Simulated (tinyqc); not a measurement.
Square-lattice Ising model by mean field, Bethe lattice, transfer matrix, exact enumeration and Monte Carlo steps: one step, computed by the program tinyqc.

H = -J sum over nearest pairs s_i s_j, s = +-1, no field, periodic boundaries; energies per site are in J. As a lattice gas or an alloy, s marks which species holds the site.

Question. Exact averages on the small cell. Weights count x exp(-K E); N = 9; u = <E>/N, c = K^2 (<E^2> - <E>^2)/N in k_B, Binder U = 1 - <M^4>/(3 <M^2>^2).

Inputs (values chosen for the exercise, for a model lattice): temperature T = 1150 K.

Enumerated cell: 3 x 3.

States of the 3 x 3 cell:
```
E (J)  |M|  count
-18      9      2
-10      7     18
-6       3     12
-6       5     36
-2       1     90
-2       3     72
-2       5     36
2        1     72
2        3     72
6        1     90
6        3     12
```

K = 0.6276531

Give: ln Z / N; u, cell; heat capacity c, cell; <|m|>, cell; Binder cumulant U.

Answer.

ln Z / N = 1.341

u, cell = -1.927

heat capacity c, cell = 0.2603

<|m|>, cell = 0.9787

Binder cumulant U = 0.6604
